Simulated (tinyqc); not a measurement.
From results back to parameters: Penn model of the dielectric constant and Phillips ionicity. Three cases, with inputs chosen for the exercise.

Problem. eps was computed from a and a hidden C.

n = 32/a^3; Ep^2 = 8 pi c e2 n with c = hbar^2/2m0, e2 = e^2/(4 pi eps0); EF = c (3 pi^2 n)^(2/3); eps = 1 + (Ep/Eg)^2 S with S = 1 - Eg/(4 EF) + (Eg/(4 EF))^2/3, Eg the Penn gap. Core d shells are left out.

Phillips: bond length d = sqrt(3) a/4; homopolar gap Eh = 39.74 d^(-2.48) eV (d in angstrom); Eg^2 = Eh^2 + C^2; ionicity fi = C^2/Eg^2.

Constants: hbar^2/2m0 = 3.80998211 eV angstrom^2; e^2/(4 pi eps0) = 14.39964547 eV angstrom.

Find: Eg; Eh; C; fi.

Method. eps falls steadily with Eg, so one Eg fits; C^2 = Eg^2 - Eh^2.

Case 1.

Values chosen (out of a larger set: near those of SiC; not measured data): a = 4.368 angstrom (cubic lattice constant, 32 valence electrons a cell).

eps = 6.88823

Solution.

Eg = 8.938 eV
Eh = 8.181 eV
C = 3.60 eV
fi = 0.162

Case 2.

Values chosen (out of a larger set: near those of GaAs; not measured data): a = 5.667 angstrom (cubic lattice constant, 32 valence electrons a cell).

eps = 8.63979

Solution.

Eg = 5.310 eV
Eh = 4.289 eV
C = 3.13 eV
fi = 0.347

Case 3.

Values chosen (out of a larger set: near those of InAs; not measured data): a = 6.083 angstrom (cubic lattice constant, 32 valence electrons a cell).

eps = 9.08183

Solution.

Eg = 4.640 eV
Eh = 3.598 eV
C = 2.93 eV
fi = 0.399

Computed by tinyqc, one run a case: `OMP_NUM_THREADS=1 python tinyqc.py N N+1 out.jsonl` with N = 1680484, 1680501, 1680682; one thread of a shared Intel(R) Xeon(R) Processor @ 2.30GHz, about 0.01 s a run at most.
